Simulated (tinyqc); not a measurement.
## Polarisation charge from two barrier thicknesses

Problem. VT = phiB - dEc - q sigma d/(eps0 eps_r). Find sigma, phiB - dEc and the thickness at which VT = 0.

Parameters, values chosen for the exercise: relative permittivity of barrier and channel eps_r = 9.

Constants: q = 1.602176634e-19 C, eps0 = 8.8541878128e-14 F/cm where lengths are in cm. Results are converted to the units shown.

VT for d = 15 and 21 nm (V): -2.0347511  -3.1829956

Solution. VT is linear in d.

sigma = 9.518e12 cm^-2
phiB - dEc = 0.8359 V
thickness for VT = 0 = 4.368 nm

Computed by the program tinyqc: `OMP_NUM_THREADS=1 python tinyqc.py 2570123 2570124 out.jsonl`, one thread of a shared Intel Xeon 2.30GHz, about 0.01 s for the whole run.
